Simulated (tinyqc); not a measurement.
Out-diffusion of a doped substrate or buried layer into a growing epitaxial film: one step, computed by the program tinyqc.

x is counted from the original substrate surface into the film, whose surface moves as x = v t. Substrate dopant has one diffusivity; the dopant of the film is taken as uniform.

Question. Profile in the film. After growth and the later budget: l2 = 2 sqrt(D t + (Dt)2); C(x) = (C_s/2) erfc(x/l2) + share x C_s exp(-x/decay length) for x > 0 (autodoping taken as unchanged by the later budget). The transition x_t solves C(x) = C_e, the metallurgical junction. Positions are 0.05, 0.2, 0.4, 0.6, 0.8, 1, 1.25 and 1.5 of x_t with autodoping (any beyond the film thickness are formal); net doping = |C - C_e|.

Inputs (values chosen for the exercise, modelled on phosphorus in silicon):
```
quantity                                            value    unit
substrate concentration C_s                       1.3e+18  1/cm^3
film doping C_e                                   3.4e+16  1/cm^3
growth temperature T                                 1200       C
autodoping level at the start, as a share of C_s   0.0005       -
decay length of autodoping                           0.23      um
```

Film doping: opposite type.

x_t with autodoping = 0.2928890 um

length l2 = 0.2131900 um

Give: Concentrations (1/cm^3).

Answer.

Concentrations (1/cm^3):
```
x/x_t   x (um)   diffusion  autodoping  net doping
0.05   0.01464  5.9970e+17  6.0990e+14  5.6631e+17
0.20   0.05858  4.5343e+17  5.0385e+14  4.1993e+17
0.40   0.11716  2.8409e+17  3.9057e+14  2.5048e+17
0.60   0.17573  1.5842e+17  3.0275e+14  1.2472e+17
0.80   0.23431  7.8070e+16  2.3468e+14  4.4305e+16
1.00   0.29289  3.3818e+16  1.8192e+14           0
1.25   0.36611  9.8514e+15  1.3231e+14  2.4016e+16
1.50   0.43933  2.3168e+15  9.6238e+13  3.1587e+16
```
